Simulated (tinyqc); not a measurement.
Nucleation and growth against temperature: classical nucleation, growth and JMAK kinetics of crystallisation from a melt or glass. Computed by tinyqc, a small Python program. Command: `OMP_NUM_THREADS=1 python tinyqc.py 3004007 3004008 out.jsonl nucl walk`. One thread of a shared host (Intel(R) Xeon(R) Processor @ 2.30GHz), about 0.01 s of CPU time with the checks.

A spherical nucleus cap on a flat wall with a sharp interface of isotropic energy gamma; lambda = Omega^(1/3) is the jump distance.

Inputs (values chosen for the exercise, for a model substance): melting point T_m = 1660 K; heat of melting per volume H = 3400 J/cm^3; interface energy gamma = 0.455 J/m^2; atomic volume Omega = 21 angstrom^3; diffusion prefactor D0 = 2.5e-07 m^2/s; activation energy Q = 2.47 eV; contact angle theta = 55 degrees; wall area per volume S_v = 2.2e+06 1/m.

Nucleation: on a flat wall. Driving force: Turnbull (linear).

Constants: k_B = 1.380649e-23 J/K; k_B = 8.617333262e-05 eV/K.

Method:
- Driving force per volume: dG = H (T_m - T)/T_m.
- Shape factor f = (2 + cos theta)(1 - cos theta)^2/4.
- W(r) = f [4 pi r^2 gamma - (4/3) pi r^3 dG]; r* = 2 gamma/dG; W* = f 16 pi gamma^3/(3 dG^2); n* = f (4/3) pi r*^3/Omega.
- D = D0 exp(-Q/(k_B T)); attachment rate k+ = (A*/lambda^2) D/lambda^2 with A* = 2 pi r*^2 (1 - cos theta); Zeldovich factor Z = sqrt(W*/(3 pi k_B T))/n*; sites per volume N = S_v/lambda^2; I = N Z k+ exp(-W*/(k_B T)); lag time = 1/(4 pi Z^2 k+).
- Growth (Wilson-Frenkel): u = (D/lambda) [1 - exp(-dG Omega/(k_B T))].
- JMAK with steady nucleation and growth, nuclei spread at random: extended fraction X_e = (pi/3) I u^3 t^4, X = 1 - exp(-X_e); t_X = [-3 ln(1 - X)/(pi I u^3)]^(1/4); final grains per volume = Gamma(5/4) (3/pi)^(1/4) (I/u)^(3/4), Gamma(5/4) = 0.9064024771.
- Grain size = (grains per volume)^(-1/3). Rows are kept where W*/(k_B T) < 70.

Rates:
```
T (K)  W*/(k_B T)  I (1/(m^3 s))     u (m/s)   t_0.5 (s)  grain size (micrometre)
830         5.575     7.8349e+20  8.7016e-13  5.9840e+03               5.9881e-03
913         6.258     8.7208e+21  1.9382e-11  3.1953e+02               7.1221e-03
996         7.260     4.1940e+22  2.5165e-10  3.1546e+01               9.1294e-03
1079        8.753     8.2843e+22  2.1406e-09  5.3424e+00               1.3151e-02
1162       11.062     5.2858e+22  1.2936e-08  1.5508e+00               2.3071e-02
1245       14.868     5.8831e+21  5.8727e-08  8.6332e-01               5.8304e-02
1328       21.779     2.3932e+19  2.0738e-07  1.3270e+00               3.1648e-01
1411       36.441     3.5452e+13  5.7698e-07  1.7657e+01               1.1716e+01
1477       64.452     5.8760e+01  1.0829e-06  9.7048e+03               1.2086e+04
```

Among these rows I peaks at 1079 K, u at 1477 K and the change is fastest at 1245 K, between the two. Growth has no barrier W*, so it peaks nearer T_m than nucleation. The grain size goes as (u/I)^(1/4), from 0.0060 micrometre at the lowest T to 12000 at the highest. Caution: in the coldest rows the nucleus has under 20 atoms or the barrier is under 10 k_B T, where the capillary model and steady rates are only a guide. Caution: grain sizes above a centimetre mean that a sample waits for single nuclei, and the half time has no meaning there.

Extremes, crossings and ranges named in words are read from the listed rows.
